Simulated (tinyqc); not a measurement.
Worked calculation: finite-difference solution of the diffusion equation on a small grid. Computed by tinyqc, a small Python program that keeps every step. Command: `OMP_NUM_THREADS=1 python tinyqc.py 3018267 3018268 out.jsonl fdiff walk`. One thread of a shared host (Intel(R) Xeon(R) Processor @ 2.30GHz), about 0.01 s of CPU time with the checks. Intermediate numbers are printed to about 7 digits and carried at full precision; extremes and crossings named in words are read from the listed rows.

dC/dt = D d2C/dx2 on nodes x_j = j dx, j = 0..7; the far end is sealed.

Inputs (values chosen for the exercise):

| quantity | value | unit |
|---|---|---|
| diffusivity D | 2.6 | nm^2/s |
| grid spacing dx | 5 | nm |
| time step dt | 2.1 | s |
| final time t_f | 42 | s |

Boundary at x = 0: sealed surface. Scheme: implicit.

start values C_j, j = 0, 1, ... (% of a reference): 79.3  100  55.2  12.2  1.26  0  0  0

## Mesh ratio and operator

The operator M acts as (M C)_j = C_(j-1) - 2 C_j + C_(j+1); at the sealed far end a mirror node gives 2 C_(N-2) - 2 C_(N-1); at j = 0, a mirror node gives 2 C_1 - 2 C_0. r = D dt/dx^2.

mesh ratio r = 0.2184

operator M:
```
    0   1   2   3   4   5   6   7
0  -2   2   0   0   0   0   0   0
1   1  -2   1   0   0   0   0   0
2   0   1  -2   1   0   0   0   0
3   0   0   1  -2   1   0   0   0
4   0   0   0   1  -2   1   0   0
5   0   0   0   0   1  -2   1   0
6   0   0   0   0   0   1  -2   1
7   0   0   0   0   0   0   2  -2
```

## Amplification factors

The mode of M with eigenvalue mu has its amplitude multiplied per step by g = (1 + (1 - theta) r mu)/(1 - theta r mu), with theta = 0 explicit, 1 implicit, 1/2 Crank-Nicolson; the explicit scheme is stable for r up to 2/|mu_min|.

eigenvalues mu of M: -4.000000  -3.801938  -3.246980  -2.445042  -1.554958  -0.753020  -0.198062  0.000000

factors g: 0.533732  0.546346  0.585089  0.651892  0.746490  0.858767  0.958537  1.000000

largest stable r of the explicit scheme = 0.5

The smallest factor is 0.534: no mode changes sign, and all decay but one with mu = 0 where there is such a mode.

## Time step 1

C at the start (%): 79.30  100.00  55.20  12.20  1.26  0.00  0.00  0.00

With r = D dt/dx^2: (1 - theta r M) C(new) = (1 + (1 - theta) r M) C(old); theta = 0 explicit, 1 implicit, 1/2 Crank-Nicolson.

C after step 1 (%): 82.70583  90.50305  54.81604  17.37100  3.60273  0.56123  0.08944  0.02719

## Time step 2

The formulas are those given above.

C after step 2 (%): 83.05062  83.84000  54.12091  21.21896  5.93586  1.33562  0.28114  0.10439

## All steps

The run takes n = round(t_f/dt) steps of length t_f/n. The dose is the trapezoidal sum of C dx; the error is the largest difference from exp(M D t/dx^2) C(0), the exact time evolution on the same grid.

Course of the run:

| step | t (s) | C_1 | C_4 | dose (% nm) | largest error |
|---|---|---|---|---|---|
| 1 | 2.1 | 90.50305 | 3.60273 | 1041.55 | 1.659462 |
| 2 | 4.2 | 83.84000 | 5.93586 | 1041.55 | 1.692171 |
| 3 | 6.3 | 78.88916 | 8.13893 | 1041.55 | 1.489769 |
| 4 | 8.4 | 75.00693 | 10.15904 | 1041.55 | 1.241224 |
| 5 | 10.5 | 71.81912 | 11.98071 | 1041.55 | 1.039426 |
| 6 | 12.6 | 69.10425 | 13.60811 | 1041.55 | 0.895595 |
| 7 | 14.7 | 66.72812 | 15.05487 | 1041.55 | 0.797995 |
| ... | ... | ... | ... | ... | ... |
| 14 | 29.4 | 55.11649 | 21.54296 | 1041.55 | 0.739951 |
| 15 | 31.5 | 53.89759 | 22.11865 | 1041.55 | 0.717338 |
| 16 | 33.6 | 52.75369 | 22.63732 | 1041.55 | 0.693129 |
| 17 | 35.7 | 51.67793 | 23.10602 | 1041.55 | 0.668456 |
| 18 | 37.8 | 50.66436 | 23.53083 | 1041.55 | 0.644044 |
| 19 | 39.9 | 49.70781 | 23.91703 | 1041.55 | 0.620346 |
| 20 | 42.0 | 48.80373 | 24.26918 | 1041.55 | 0.597626 |

C at the end (%): 51.22334  48.80373  42.24453  33.34534  24.26918  16.80544  12.02959  10.40106

largest error at t_f = 0.5976259 %

final dose = 1041.55 % nm

final C_4 = 24.26918 %

The time-step error at the end is 0.60 on a scale of 51.2. Both ends are sealed, so the dose is conserved exactly, whatever the step.

## The three schemes as the step is halved

Each run reaches t_f in n equal steps; errors are the largest difference from exp(M D t_f/dx^2) C(0). A dash marks unstable explicit runs.

Largest error at t_f (%):

| steps n | r | explicit | implicit | Crank-Nicolson |
|---|---|---|---|---|
| 4 | 1.092000 | - | 2.857055 | 3.953411e-01 |
| 8 | 0.546000 | - | 1.476435 | 5.578174e-02 |
| 16 | 0.273000 | 0.7503778 | 0.745916 | 1.391725e-02 |
| 32 | 0.136500 | 0.3753324 | 0.374215 | 3.477110e-03 |
| 64 | 0.068250 | 0.1876140 | 0.187335 | 8.691323e-04 |
| 128 | 0.034125 | 0.0937830 | 0.093713 | 2.172739e-04 |
| 256 | 0.017063 | 0.0468842 | 0.046867 | 5.431789e-05 |

From the last two rows, halving the step divides the error by 2.00 (explicit), 2.00 (implicit), 4.00 (Crank-Nicolson): a factor 2 marks first order in dt and 4 second order. The explicit scheme needs n of at least 9 to be stable; the other two are stable at any step.

Checks made by the program: matrix exponential against 4096 Crank-Nicolson steps (relative difference 4e-09).
